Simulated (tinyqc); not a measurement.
Bulk transistor, scale length and short-channel effects: two steps of the calculation.

A gate, an insulator of thickness ti and a depleted layer of depth ts on a conducting body. Below threshold the potential that source and drain add obeys Laplace's equation and vanishes on the gate and at the bottom of the depleted layer. Its lowest mode decays along the channel as exp(-k y); k is the smallest positive root of the matching condition at the interface, and the scale length is Lambda = pi/k.

Inputs (values chosen for the exercise); permittivities: semiconductor close to that of silicon, insulator close to that of silicon dioxide:

| symbol | value | unit | meaning |
|---|---|---|---|
| T | 293 | K | temperature |
| eps_r | 11.9 |  | relative permittivity of the semiconductor |
| ei | 3.94 |  | relative permittivity of the insulator |
| ti | 1.1 | nm | insulator thickness |
| ts | 27 | nm | depletion depth |
| L | 91 | nm | channel length |
| Vbi | 0.89 | V | potential of the source |
| sT | 0.67 | V | potential of the barrier top at threshold |
| VTL | 0.48 | V | long-channel threshold |
| m | 1.12 |  | long-channel body factor |
| Vds | 0.5 | V | drain voltage |

Constants: q = 1.602176634e-19 C, kB = 1.380649e-23 J/K, Vt = kB T/q. Results are converted to the units shown.

Task 1. Decay constant by Newton steps. f(k) = eps_r sin(k ti) cos(k ts) + ei cos(k ti) sin(k ts); f' by a central difference with +/- 1e-5 1/nm; k(new) = k - f/f'.

k at the start = 0.1125 1/nm

Give: f; f'; k after iteration 1.

Result 1.

f = -1.055
f' = -122.1 nm
k after iteration 1 = 0.1039 1/nm

Task 2. Threshold shift, barrier position and swing. Along the channel psi(y) = s + a exp(y/l) + b exp(-y/l) with psi(0) = Vbi, psi(L) = Vbi + Vds and l = 1/k = Lambda/pi; with A = Vbi - s, B = A + Vds, x = exp(-L/l): a = (B - A x) x/(1 - x^2), b = (A - B x)/(1 - x^2). The minimum is s + 2 sqrt(a b), at y = (l/2) ln(b/a). The long-channel potential follows the gate as s = sT + (Vg - VTL)/m, and the threshold VT is the gate voltage at which the minimum equals sT. Swing = m Vt ln 10/g at threshold, g = d(minimum)/ds = 1 - (b x + a)/((1 + x) sqrt(a b)).

l = 9.6167439 nm

Wanted: s at threshold; a; b; position of the minimum; VT; swing.

Result 2.

s at threshold = 0.66284 V
a = 5.6499e-5 V
b = 0.22711 V
position of the minimum = 39.904 nm
VT = 0.47198 V
swing = 66.490 mV/decade

The threshold lies 8.02 mV below the long-channel value, and the barrier top sits at 0.44 L from the source.

Numbers from tinyqc (`OMP_NUM_THREADS=1 python tinyqc.py 2420014 2420015 out.jsonl`; about 0.01 s on one thread of a shared Intel Xeon 2.30GHz).
